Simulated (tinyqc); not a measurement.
# Worked calculation: resistance of a source-drain extension with a graded tip

Program tinyqc, `OMP_NUM_THREADS=1 python tinyqc.py 2282156 2282157 out.jsonl`; Intel Xeon 2.30GHz, shared host, one thread, about 0.03 s. Printed values are rounded.

y runs along the channel, the gate covers y > 0. The doping is N0 for y < y0 and N0 10^(-(y - y0)/la) beyond, uniform over the depth xj. Sheet conductance s(y) = q mu(N) max(N - Nch, 0) xj + (for y > 0) ma Cox Vo, with mu(N) = u0 + (u1 - u0)/(1 + (N/Nr)^au) and Cox = eps0 eox/tox. Current is taken as one-dimensional; depletion of the tip, spreading and the contact are left out. The metallurgical junction lies at yj, where N = Nch.

Parameters, values chosen for the exercise; mobility law close to that of electrons in silicon: relative permittivity of the gate insulator (close to aluminium oxide) eox = 9.05; insulator thickness tox = 2.6 nm; active doping of the extension far from the gate N0 = 6.7e19 cm^-3; lateral abruptness la = 6.9 nm/decade; position under the gate where the fall begins (gate edge at 0) y0 = 3.6 nm; depth of the extension xj = 13 nm; channel doping Nch = 2.2e18 cm^-3; gate overdrive Vo = 0.41 V; mobility of the gate-induced layer ma = 250 cm^2/(V s); mobility at low doping u1 = 1414 cm^2/(V s); mobility at high doping u0 = 68.5 cm^2/(V s); reference doping Nr = 9.2e16 cm^-3; exponent au = 0.711; gate length Lg = 90 nm.

Constants: q = 1.602176634e-19 C, eps0 = 8.8541878128e-14 F/cm where lengths are in cm. Results are converted to the units shown.

## Sheet resistances and junction position

yj = y0 + la log10(N0/Nch); sheet resistance of the full extension 1/[q mu(N0)(N0 - Nch) xj] and of the gate-induced layer 1/(ma Cox Vo); metallurgical length Lg - 2 yj; ye is where the doped and the gate-induced conductances are equal.

yj = 13.83720 nm
sheet resistance of the extension = 917.0106 ohm/square
sheet resistance of the induced layer = 3165.572 ohm/square
metallurgical length = 62.32560 nm
ye = 7.650665 nm
N at ye = 1.733892e19 cm^-3

The gate takes over 6.19 nm before the junction, where N is still 7.88 times the channel doping.

## Resistance of the overlapped part

Midpoint rule on 10 equal steps from 0 to yj: R_ov = sum h/s(y), per width.

```
point     y (nm)    N (cm^-3)  doped conductance (uS)  sheet resistance (ohm/square)
0      0.6918600       6.7e19                1090.500                       711.0359
1       2.075580       6.7e19                1090.500                       711.0359
2       3.459300       6.7e19                1090.500                       711.0359
3       4.843020  4.425140e19                744.1650                       943.3396
4       6.226740  2.788611e19                488.2072                       1243.617
5       7.610460  1.757311e19                319.8449                       1572.961
6       8.994180  1.107413e19                206.4543                       1914.414
7       10.37790  6.978635e18                127.1467                       2257.105
8       11.76162  4.397758e18                68.38230                       2602.262
9       13.14534  2.771356e18                21.21309                       2966.375
```

R_ov = 21.632 ohm um

The exact integral is 21.668 ohm um; the coarse sum is 0.16 % below it.
